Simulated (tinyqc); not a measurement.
Metal-induced gap states at the contact of a metal chain and a two-band chain: sweeps and comparisons. A value that a table varies takes the place of the one given here.

The semiconductor alternates sites A at -Eg/2 and C at +Eg/2 with hopping -t; the gap runs from -Eg/2 to Eg/2. In the gap cosh(q a) = 1 + (Eg^2/4 - E^2)/(2 t^2) and the amplitude changes by -exp(-q a) a period. The metal has site energy 0 and hopping -tm; its end site has g_m = (E - i sqrt(4 tm^2 - E^2))/(2 tm^2). Sites 1, 2, ... count into the semiconductor, with energies e1, e2 alternating. The clean half chain has g1 = 1/(E - e1 - t^2 g2), g2 = 1/(E - e2 - t^2 g1), decaying root. With the contact G11 = 1/(1/g1 - tc^2 g_m), and the density on site j is -Im G_jj/pi = |psi_j/psi_1|^2 (-Im G11/pi), per spin, with psi_2/psi_1 = -t g2, psi_3/psi_2 = -t g1.

Constants: e^2/(4 pi eps0) = 14.39964547 eV angstrom.

Values chosen for the exercise (gap and optical dielectric constant near those of GaN; the chain itself is a model; shifted at random, so the results belong to these values and not to a real crystal): Eg = 3.47 eV (gap); t = 2.28 eV (hopping in the semiconductor); tm = 2.31 eV (hopping in the metal); tc = 2.52 eV (hopping across the contact); end = A (site that touches the metal); a = 3.19 angstrom (period (two sites); one chain for each area a^2); eps = 5.3 (dielectric constant); E = 0.5 eV (energy from mid-gap).

## Across the gap

E = f Eg. Share on C: the part of the summed density that lies on C sites, whose orbitals make the conduction edge.

Gap states:
```
f      E (eV)  xi = 1/(2q) (angstrom)  D1 (1/eV)  D2 (1/eV)  sum (1/eV)  share on C
-0.48  -1.666                    7.50     0.0971     0.0016      0.2849       0.016
-0.40  -1.388                    3.52     0.0831     0.0059      0.1494       0.066
-0.30  -1.041                    2.66     0.0721     0.0099      0.1173       0.121
-0.15  -0.520                    2.24     0.0590     0.0156      0.0984       0.209
0.00    0.000                    2.14     0.0473     0.0225      0.0902       0.322
0.15    0.520                    2.24     0.0355     0.0324      0.0896       0.477
0.30    1.041                    2.66     0.0225     0.0495      0.1031       0.687
0.40    1.388                    3.52     0.0125     0.0713      0.1407       0.851
0.48    1.666                    7.50     0.0028     0.1125      0.3329       0.975
```

The decay length xi of the density is shortest at mid-gap, 2.14 angstrom, and grows to 7.5 near the edges. The summed density is least at f = 0.15 (0.0896) and largest at f = 0.48 (0.3329 1/eV). The share on C goes from 0.02 to 0.98 and passes one half near f = +0.166, a point that depends on which site ends the chain. The states turn from valence-like to conduction-like across the gap; the branch point, where the decay is fastest, lies at mid-gap in this symmetric chain and is the usual estimate of the neutrality level.

## Wider gaps pin less

E = 0; Eg is varied and eps follows 1 + (eps0 - 1)(Eg0/Eg), with the given Eg and eps as Eg0 and eps0. xi = 1/(2q), N = 2 (summed density)/a^2, S = 1/(1 + 4 pi e^2 N xi/eps).

Against the gap:
```
Eg (eV)    eps  xi (angstrom)  summed density (1/eV)      S  S at fixed eps
0.50     30.84          14.55                 0.6311  0.086           0.016
0.75     20.89           9.71                 0.4221  0.125           0.035
1.10     14.56           6.63                 0.2887  0.176           0.072
1.50     10.95           4.87                 0.2121  0.230           0.126
2.30      7.49           3.20                 0.1381  0.323           0.252
3.40      5.39           2.19                 0.0922  0.429           0.425
5.50      3.71           1.40                 0.0538  0.581           0.665
9.00      2.66           0.91                 0.0284  0.742           0.851
```

From Eg = 0.5 to 9 eV xi falls by a factor 15.9 and the summed density by 22.2, so at fixed eps S rises from 0.02 to 0.85. The weaker screening of wide-gap solids works against this: with it S goes from 0.09 to 0.74.

## Weakening the contact bond

At the given E, tc is varied, as by a thin spacer. xi = 1/(2q), N = 2 (summed density)/a^2, S = 1/(1 + 4 pi e^2 N xi/eps) with xi and eps kept.

Against tc:
```
tc (eV)  D1 (1/eV)  summed density (1/eV)       S
0.10       0.00007                0.00018  0.9973
0.25       0.00045                0.00111  0.9836
0.50       0.00179                0.00445  0.9374
0.80       0.00461                0.01145  0.8535
1.20       0.01038                0.02578  0.7211
1.80       0.02237                0.05554  0.5455
2.50       0.03574                0.08873  0.4290
3.50       0.03968                0.09850  0.4036
```

For a weak bond the density goes as tc^2 (ratio 6.26 between 0.25 and 0.1 eV, against 6.25). It is largest at tc = 3.5 eV among these rows, the end of the table; the peak may lie just before or beyond it. S is 0.997 at 0.1 eV and has its least value, 0.404, in that row.

## What each parameter does

xi = 1/(2q), summed density, and S = 1/(1 + 4 pi e^2 N xi/eps), N = 2 (summed density)/a^2. Each row changes one parameter from the base and keeps the others.

Results:
```
case           xi (angstrom)  summed density (1/eV)       S
base                   2.236                0.08942  0.4271
Eg = 3.817 eV          2.026                0.07975  0.4798
t = 2.508 eV           2.451                0.08733  0.4105
tm = 2.541 eV          2.236                0.08438  0.4413
tc = 2.772 eV          2.236                0.09639  0.4088
eps = 5.83             2.236                0.08942  0.4505
end = C                2.236                0.09788  0.4051
```

The largest shifts from the base row, up to three for each result and ties (the steps differ in size, so this ranks the rows, not the parameters). xi (angstrom): t +0.215, Eg -0.210; unchanged at the printed digits by tm, tc, eps and end. summed density (1/eV): Eg -0.00967, end +0.00846, tc +0.00697; unchanged at the printed digits by eps. S: Eg +0.0527, eps +0.0235, end -0.0220. The decay length belongs to the semiconductor alone; the metal and the contact set only the amplitude.

(tinyqc, `OMP_NUM_THREADS=1 python tinyqc.py 1480231 1480232 out.jsonl`, Intel(R) Xeon(R) Processor @ 2.30GHz, 1 thread, shared host, about 0.01 s.)
